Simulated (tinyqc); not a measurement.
Worked calculation: tight binding, dimerised chain. Computed by tinyqc, a small Python program that keeps every step. Settings: t1 = 2.26, t2 = 1.34, delta = 0, points = 6, cells = 4. Command: `OMP_NUM_THREADS=1 python tinyqc.py 20724 20725 out.jsonl` (the two numbers bound the seeds that draw the settings). One thread of a shared host (Intel(R) Xeon(R) Processor @ 2.60GHz), about 0.01 s of CPU time with the checks.

## Bloch Hamiltonian at k

Parameters chosen for this model:
```
parameter     value                      unit
t1         2.260000       eV, inside the cell
t2         1.340000         eV, between cells
delta             0  eV, +/- on the two sites
```

k point k (2 pi / a): [0.360000]

H_AA = +delta, H_BB = -delta, H_AB = -t1 - t2 exp(-i k a).

H(k) at k (eV), order A, B:
$$\begin{pmatrix}
0.000000 & -1.405852+1.032488i \\
-1.405852-1.032488i & 0.000000
\end{pmatrix}$$

## Levels at k

Diagonalise the Hermitian matrix.

eigenvalues (eV): [-1.744262, 1.744262]

weights |c|^2 of the basis functions, order A, B:
$$\begin{pmatrix}
0.500000 & 0.500000 \\
0.500000 & 0.500000
\end{pmatrix}$$

## Bloch Hamiltonian at X

k point X (2 pi / a): [0.500000]

As before.

H(k) at X (eV), order A, B:
$$\begin{pmatrix}
0.000000 & -0.920000 \\
-0.920000 & 0.000000
\end{pmatrix}$$

## Levels at X

As before.

eigenvalues (eV): [-0.920000, 0.920000]

weights |c|^2 of the basis functions, order A, B:
$$\begin{pmatrix}
0.500000 & 0.500000 \\
0.500000 & 0.500000
\end{pmatrix}$$

## Bands along a path

The same steps at evenly spaced points between the labelled ones.

Bands along the path (eV):
```
k            band 1    band 2
G         -3.600000  3.600000
G-X 0.25  -3.344548  3.344548
G-X 0.50  -2.627394  2.627394
G-X 0.75  -1.618764  1.618764
X         -0.920000  0.920000
```

With 1 band(s) filled, the highest filled level on these points lies at X and the lowest empty one at X: a gap of 1.8400 eV, direct.

## Berry (Zak) phase of the lower band

On 6 points k_j = j/N: phase = -Im ln of the product of <u_j|u_(j+1)>, closed with u_N = u_0 (the cell-periodic part is taken without the site positions). Single arguments depend on the phases chosen for the u_j; only their sum modulo 2 pi does not.

Overlaps:
```
j  |<u_j|u_j+1>|  argument (rad)
0       0.982276        0.188555
1       0.991986        0.126687
2       0.950721       -0.315243
3       0.950721       -0.315243
4       0.991986        0.126687
5       0.982276        0.188555
```

phase / pi, folded into (-1, 1] = 0.000000

## Open chain of 4 cells

H of the open chain (eV):
$$\begin{pmatrix}
0.000000 & -2.260000 & 0.000000 & 0.000000 & 0.000000 & 0.000000 & 0.000000 & 0.000000 \\
-2.260000 & 0.000000 & -1.340000 & 0.000000 & 0.000000 & 0.000000 & 0.000000 & 0.000000 \\
0.000000 & -1.340000 & 0.000000 & -2.260000 & 0.000000 & 0.000000 & 0.000000 & 0.000000 \\
0.000000 & 0.000000 & -2.260000 & 0.000000 & -1.340000 & 0.000000 & 0.000000 & 0.000000 \\
0.000000 & 0.000000 & 0.000000 & -1.340000 & 0.000000 & -2.260000 & 0.000000 & 0.000000 \\
0.000000 & 0.000000 & 0.000000 & 0.000000 & -2.260000 & 0.000000 & -1.340000 & 0.000000 \\
0.000000 & 0.000000 & 0.000000 & 0.000000 & 0.000000 & -1.340000 & 0.000000 & -2.260000 \\
0.000000 & 0.000000 & 0.000000 & 0.000000 & 0.000000 & 0.000000 & -2.260000 & 0.000000
\end{pmatrix}$$

The same hoppings without the wrap-around bond.

levels (eV): [-3.408785, -2.867336, -2.081079, -1.282529, 1.282529, 2.081079, 2.867336, 3.408785]

weights of the highest filled level on the sites: [0.138875, 0.044724, 0.181565, 0.134837, 0.134837, 0.181565, 0.044724, 0.138875]

The bulk gap runs from -0.9200 to 0.9200 eV; no level of this chain lies inside it.
